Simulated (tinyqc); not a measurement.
# In-plane mass from two subband densities

Question. At zero temperature each occupied subband holds N_k = D (EF - E_k), D = 2 md m0 q/(pi hbar^2) per eV (two valleys). Two subbands are occupied. Find md, EF - E1 and EF - E2.

Constants: q = 1.602176634e-19 C, hbar = 1.054571817e-34 J s, m0 = 9.1093837015e-31 kg. Results are converted to the units shown.

N1, N2 (cm^-2): [8.4268891e12, 3.3e11]
E2 - E1 = 49.7 meV

Solution. N1 - N2 = D (E2 - E1) gives D and so md; each N_k/D is a distance to EF.

md = 0.195 m0
EF - E1 = 51.7 meV
EF - E2 = 2.03 meV

tinyqc, about 0.2 s, one thread, Intel Xeon 2.30GHz (shared host): `OMP_NUM_THREADS=1 python tinyqc.py 2140146 2140147 out.jsonl`
